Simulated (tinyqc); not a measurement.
Two-step dopant diffusion (predeposition and drive-in) with a constant diffusivity. From sheet resistance R_s (Gaussian) back to predeposition time t1. Computed by tinyqc, a small Python program. Command: `OMP_NUM_THREADS=1 python tinyqc.py 3011924 3011925 out.jsonl dopdiff inv`. One thread of a shared host (Intel(R) Xeon(R) Processor @ 2.30GHz), about 0.06 s of CPU time with the checks.

Fick diffusion into a half space x > 0 whose background doping C_B is of the opposite type, so that a junction lies where C = C_B.

Inputs (values chosen for the exercise, modelled on phosphorus in silicon): prefactor D0 = 3.97 cm^2/s; activation energy E = 3.66 eV; surface concentration C_s = 2.3e+19 1/cm^3; background doping C_B = 9.9e+16 1/cm^3; predeposition temperature T1 = 1025 C; drive-in temperature T2 = 1125 C; drive-in time t2 = 60 min; mean mobility in the layer mu = 74 cm^2/(V s); ramp rate = 8 C/min; stand-by temperature = 750 C.

Furnace ramps of the drive-in: linear ramps.

Constants: k_B = 8.617333262e-05 eV/K; e = 1.602176634e-19 C.

Method:
- D = D0 exp(-E/(k_B T)).
- Temperatures in kelvin are T(C) + 273.15.
- Times in seconds are 60 times the minutes.
- One ramp between the stand-by temperature and T2 adds int D dT / rate (40-point Gauss-Legendre); the usual estimate counts it as an extra time k_B T2^2/(E rate) at T2. (Dt)2 = D2 t2 + two ramps, times in seconds.
- C = C_s erfc(x/(2 sqrt(D1 t1))); dose Q = 2 C_s sqrt(D1 t1/pi); the junction solves erfc(z) = C_B/C_s with x_j = 2 z sqrt(D1 t1).
- With a sealed surface and a thin source, C = Q/sqrt(pi (Dt)2) exp(-x^2/(4 (Dt)2)); x_j = 2 sqrt((Dt)2 ln(C(0)/C_B)); gradient at the junction |dC/dx| = C_B x_j/(2 (Dt)2).
- Net dose Q_net = Q erf(x_j/(2 sqrt((Dt)2))) - C_B x_j; R_s = 1/(e mu Q_net), with every dopant ionised and one mobility.

Question. A run gave the result below. Find the predeposition time t1, known to lie between 4 and 6.7 min.

sheet resistance R_s (Gaussian) = 1471.049 ohm/square

Answer.

Each step takes the trial c = (a f_b - b f_a)/(f_b - f_a), f being the result less the target and a, b, c the logarithms of the listed values; c replaces end b, the old b replaces a if the sign of f changed, and otherwise f_a is halved.

Scan of the range:
```
predeposition time t1 (min)  sheet resistance R_s (Gaussian) (ohm/square)
4.00                                                              1651.04
4.36                                                              1568.31
4.75                                                              1490.69
5.18                                                              1416.56
5.64                                                              1347.77
6.15                                                              1281.60
6.70                                                              1219.67
```

False position (Illinois rule, in the logarithm of the input) inside the bracket:
```
step    end a    end b    trial  sheet resistance R_s (Gaussian) (ohm/square)
1     4.75000  5.18000  4.86034                                       1470.63
2     4.75000  4.86034  4.85580                                       1471.44
3     4.86034  4.85580  4.85800                                       1471.05
4     4.85580  4.85800  4.85800                                       1471.05
```

Sheet resistance R_s (Gaussian) falls at every point of a 13-point scan of the range (every second point is shown), so one value fits; it is bracketed by 4.75 and 5.18. Answer: predeposition time t1 = 4.858 min.

Caution: C_s exceeds the intrinsic carrier density of silicon at the predeposition temperature (2e18 to 1e19 per cm^3), where real diffusivities rise with concentration and profiles turn box-like.
